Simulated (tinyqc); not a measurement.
Threshold of a short bulk MOSFET: charge sharing, barrier lowering, narrow width: one step of the calculation.

n-channel device on a p-type body, depletion approximation, full ionisation. Uniform doping N = Na. Vbi from Boltzmann statistics is rough for the degenerate source. Cox = eps0 eox/tox.

Task. Long-channel threshold and scales. ni = sqrt(Nc Nv) exp(-Eg/(2 Vt)), Eg in volts; 2 pB = 2 Vt ln(N/ni); flat band Vfb - Vt ln(N/Na); Wd = sqrt(2 eps0 eps_r (2 pB - Vbs)/(q N)); body term q N Wd/Cox; long-channel VT0 = flat band + 2 pB + body term; Vbi = Vt ln(N Nsd/ni^2); scale length l = sqrt((eps_r/eox) tox Wd).

Values chosen for this exercise; band and dielectric values close to those of silicon:

| symbol | value | unit | meaning |
|---|---|---|---|
| T | 300 | K | temperature |
| Eg | 1.12 | eV | band gap |
| eps_r | 11.9 |  | relative permittivity |
| Nc | 2.84e19 | cm^-3 | conduction-band density of states at T |
| Nv | 2.68e19 | cm^-3 | valence-band density of states at T |
| eox | 7.71 |  | relative permittivity of the gate insulator (close to silicon nitride) |
| tox | 19 | nm | insulator thickness |
| Na | 6e16 | cm^-3 | channel doping |
| Nsd | 1e20 | cm^-3 | source and drain doping |
| Vfb | -0.97 | V | flat-band voltage for the doping Na |
| Vbs | -1 | V | body-source voltage |

Constants: q = 1.602176634e-19 C, kB = 1.380649e-23 J/K, Vt = kB T/q, eps0 = 8.8541878128e-14 F/cm where lengths are in cm. Results are converted to the units shown.

Give: N; 2 pB; flat band; Wd; body term; VT0; Vbi; l.

Result.

N = 6.000e16 cm^-3
2 pB = 0.8030 V
flat band = -0.9700 V
Wd = 198.8 nm
body term = 0.5319 V
VT0 = 0.3649 V
Vbi = 0.9948 V
l = 76.36 nm

Program tinyqc, `OMP_NUM_THREADS=1 python tinyqc.py 2002030 2002031 out.jsonl`; Intel Xeon 2.30GHz, shared host, one thread, about 0.01 s.
